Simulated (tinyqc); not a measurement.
Worked calculation: harmonic frequencies on the RHF/6-31g surface (energies and gradients from PySCF), for H3+, spin multiplicity 1. Computed by tinyqc, a small Python program that keeps every step (integrals from PySCF). Settings: charge = 1, multiplicity = 1, basis = 6-31g, delta = 0.005. Command: `OMP_NUM_THREADS=1 python tinyqc.py 23272 23273 out.jsonl` (the two numbers bound the seeds that draw the settings). One thread of a shared host (Intel(R) Xeon(R) Processor @ 2.60GHz), about 0.9 s of CPU time with the checks.

## One row of the Hessian: 2Hy

optimised positions (bohr), order 1H, 2H, 3H:
$$\begin{pmatrix}
-0.039380 & -0.136649 & -0.095197 \\
-0.101406 & 0.079394 & 1.484229 \\
-0.046297 & 1.340379 & 0.508253
\end{pmatrix}$$

gradient at +delta (hartree/bohr), order 1H, 2H, 3H:
$$\begin{pmatrix}
0.00000626 & -0.00007074 & -0.00017376 \\
0.00002277 & 0.00067789 & -0.00035641 \\
-0.00002903 & -0.00060715 & 0.00053017
\end{pmatrix}$$

gradient at -delta (hartree/bohr), order 1H, 2H, 3H:
$$\begin{pmatrix}
-0.00000857 & 0.00004927 & 0.00022418 \\
-0.00002016 & -0.00068677 & 0.00029139 \\
0.00002874 & 0.00063751 & -0.00051556
\end{pmatrix}$$

Displace 2Hy by +/-0.005 bohr; H(k, :) = (g(+) - g(-)) / (2 delta).

row of the Hessian (hartree/bohr^2): 1Hx 0.00148361, 1Hy -0.01200077, 1Hz -0.03979372, 2Hx 0.00429316, 2Hy 0.13646628, 2Hz -0.06477928, 3Hx -0.00577677, 3Hy -0.12446551, 3Hz 0.10457300

## Hessian by finite differences

All rows are made in the same way, and the matrix is symmetrised.

Hessian (symmetrised) (hartree/bohr^2):
```
             1Hx          1Hy          1Hz          2Hx          2Hy          2Hz          3Hx          3Hy
1Hx   0.00030725  -0.00152054  -0.00816049  -0.00027738   0.00147986   0.00768551  -0.00002980   0.00004067
1Hy  -0.00152054   0.17952960   0.08981926   0.00027002  -0.01200078  -0.00998523   0.00124960  -0.16752875
1Hz  -0.00816049   0.08981926   0.22565611   0.00732557  -0.03979535  -0.19052615   0.00083373  -0.05002381
2Hx  -0.00027738   0.00027002   0.00732557   0.00051847   0.00429675  -0.01177688  -0.00024113  -0.00456677
2Hy   0.00147986  -0.01200078  -0.03979535   0.00429675   0.13646628  -0.06477612  -0.00577719  -0.12446549
2Hz   0.00768551  -0.00998523  -0.19052615  -0.01177688  -0.06477612   0.26852786   0.00409277   0.07476124
3Hx  -0.00002980   0.00124960   0.00083373  -0.00024113  -0.00577719   0.00409277   0.00027091   0.00452759
3Hy   0.00004067  -0.16752875  -0.05002381  -0.00456677  -0.12446549   0.07476124   0.00452759   0.29199417
3Hz   0.00047498  -0.07983400  -0.03512991   0.00445131   0.10457149  -0.07800173  -0.00492650  -0.02473748

             3Hz
1Hx   0.00047498
1Hy  -0.07983400
1Hz  -0.03512991
2Hx   0.00445131
2Hy   0.10457149
2Hz  -0.07800173
3Hx  -0.00492650
3Hy  -0.02473748
3Hz   0.11313160
```

## Normal modes

masses (u): 1H 1.007825, 2H 2.014102, 3H 2.014102

Diagonalise H_ij / sqrt(m_i m_j); the 6 smallest eigenvalues belong to translations and rotations; wavenumber = sqrt(eigenvalue / 1822.888) x 219474.63; each mode has its largest component positive (the first on a tie); zero-point energy = sum of wavenumbers / 2, with 349.755 1/cm per kcal/mol. A mass of 2.014 u marks deuterium.

eigenvalues of the mass-weighted Hessian (hartree/(bohr^2 u)): [-0.000022, -0.000007, 0.000000, 0.000000, 0.000000, 0.000014, 0.190155, 0.218361, 0.396460]

harmonic wavenumbers of the vibrations (1/cm): [2241.6, 2402.1, 3236.7]

mass-weighted modes, order 1Hx, 1Hy, 1Hz, 2Hx, 2Hy, 2Hz, 3Hx, 3Hy, 3Hz:
$$\begin{pmatrix}
0.008443 & 0.024418 & -0.020685 \\
-0.209240 & 0.558766 & 0.506317 \\
-0.268354 & -0.432428 & 0.653626 \\
0.019622 & -0.019408 & 0.016631 \\
0.590432 & 0.068481 & 0.033437 \\
-0.305543 & 0.494471 & -0.396036 \\
-0.025596 & 0.002135 & -0.002003 \\
-0.442420 & -0.463740 & -0.391594 \\
0.495370 & -0.188581 & -0.066325
\end{pmatrix}$$

zero-point energy = 11.265620 kcal/mol
